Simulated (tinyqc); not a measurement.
Cabrera-Mott growth of a thin oxide under its own electric field: one step, computed by the program tinyqc.

Electrons cross the film freely and set a fixed potential V across it; the field V/x lowers the barrier for ions entering the oxide.

Problem. Scales. u = u0 exp(-W/(k_B T)), X1 = z b V/(k_B T) with V in volts and k_B T in eV; dx/dt = 2 u sinh(X1/x).

Inputs (values chosen for the exercise, for a model metal):

| quantity | value | unit |
|---|---|---|
| barrier W | 1.5 | eV |
| Mott potential V | 0.54 | V |
| ion charge number z | 2 | - |
| half jump distance b | 1.6 | angstrom |
| prefactor u0 = N Omega nu | 8.6e+12 | angstrom/s |
| temperature T | 450 | K |

Backward hops: kept.

Constants: k_B = 8.617333262e-05 eV/K.

Give: u; X1.

Solution.

u = 1.365e-04 angstrom/s

X1 = 44.56 angstrom
